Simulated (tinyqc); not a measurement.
The same layer on three faces: model-solid line-up of a strained alloy layer on a substrate.

All values of the alloy are linear in x but the gap, Eg(x) = (1 - x) Eg_A + x Eg_B - C x (1 - x), and the valence edge, Ev(x) = (1 - x) Ev_A + x Ev_B + fv C x (1 - x); Ec = Ev + Eg. Ev is the top of the unstrained valence band on a scale common to all materials. In the layer only the Gamma valley of the conduction band is followed, also where an X or L valley would lie lower.

Coherent growth: e_par = (a_s - a)/a. (001): e_perp = -2 (C12/C11) e_par; exx = eyy = e_par, ezz = e_perp, no shear. (111): e_perp = -(2 C11 + 4 C12 - 4 C44)/(C11 + 2 C12 + 4 C44) e_par; exx = eyy = ezz = (2 e_par + e_perp)/3 and exy = eyz = ezx = (e_perp - e_par)/3. (110): e_perp = -(C11 + 3 C12 - 2 C44)/(C11 + C12 + 2 C44) e_par; exx = eyy = (e_par + e_perp)/2, ezz = e_par, exy = (e_perp - e_par)/2, eyz = ezx = 0.

Strained edges: Ec + ac tr(e); the valence edges are Ev plus the levels of the 6 x 6 matrix of X, Y, Z times spin with -Dso/3 + l exx + m (eyy + ezz) on the diagonal (cyclic), n exy off it, l = av + 2 b, m = av - b, n = sqrt(3) d. Spin-orbit term (Dso/3) L.sigma on X, Y, Z with (L_k)_ij = -i epsilon_kij: <X+|H|Y+> = -i Dso/3, <X+|H|Z-> = Dso/3, <Y+|H|Z-> = -i Dso/3, <Z+|H|X-> = -Dso/3, <Z+|H|Y-> = i Dso/3, <X-|H|Y-> = i Dso/3, and their conjugates; + and - are the spin along z.

Values chosen for the exercise (A near GaSb, B near GaAs, substrate near InAs; the results hold for these values, not for the real material): a = (6.095, 5.66) angstrom (lattice constant of A, B); Eg = (0.804, 1.514) eV (gap at Gamma to the s-like level of A, B); Dso = (0.768, 0.346) eV (spin-orbit splitting of A, B); Ev = (-0.03, -0.81) eV (top of the unstrained valence band of A, B); ac = (-7.41, -7.21) eV (conduction deformation potential of A, B); av = (0.8, 1.17) eV (valence hydrostatic potential of A, B); b = (-1.98, -2.02) eV (tetragonal shear potential of A, B); d = (-4.74, -4.78) eV (trigonal shear potential of A, B); C11 = (88.6, 121.9) GPa (of A, B); C12 = (39.8, 56.7) GPa (of A, B); C44 = (42.9, 59.7) GPa (of A, B); C = 1.152 eV (bowing of the gap); fv = 0.75 (share of the bowing taken by the valence edge); a_s = 6.062 angstrom (substrate); x = 0.46 (fraction of B).

Composition and substrate are kept.

Cases:
```
face
(001)
(111)
(110)
```

Rank the cases by gap (eV), lowest first.

Answer: (111), (110), (001).

Results:
```
face   e_perp (%)  tr(e) (%)  shift of Ec (meV)  shift of Ev (meV)  valence splitting (meV)  gap (eV)
(001)      -2.595      3.074             -224.9              171.3                    250.0    0.4482
(111)      -1.381      4.288             -313.8              194.3                    268.5    0.3363
(110)      -1.631      4.039             -295.6              189.9                    264.3    0.3590
```

The layer yields most along the normal on (001) and least on (111), so the volume change, and with it the shift of Ec, is largest on (111). The valence splitting, set by b on (001), by d on (111) and by both on (110), is largest on (111). The gaps span 112 meV, from (111) to (001).

Program tinyqc; command `OMP_NUM_THREADS=1 python tinyqc.py 1051553 1051554 out.jsonl`; about 0.02 s on one thread of a shared Intel(R) Xeon(R) Processor @ 2.30GHz.
